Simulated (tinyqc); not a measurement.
# Line constants from open and short measurements

Question. A uniform line of length len, under a quarter wavelength, has Z_open = Zc coth(gamma len) and Z_short = Zc tanh(gamma len); gamma Zc = r + i w l and gamma/Zc = g + i w c, w = 2 pi f. Find r, l and c.

Values chosen for this exercise: length len = 1.3 mm; frequency f = 0.25 GHz.

Zin with the far end open = 11.8192-5085.4129i ohm
Zin with the far end shorted = 4.9440230+0.7063013i ohm

Solution. The product of the two impedances is Zc^2 and their ratio tanh^2(gamma len); the principal branch holds below a quarter wavelength.

r = 3.803 ohm/mm
l = 0.3466 nH/mm
c = 96.29 pF/m

tinyqc, about 0.01 s, one thread, Intel Xeon 2.30GHz (shared host): `OMP_NUM_THREADS=1 python tinyqc.py 2810122 2810123 out.jsonl`
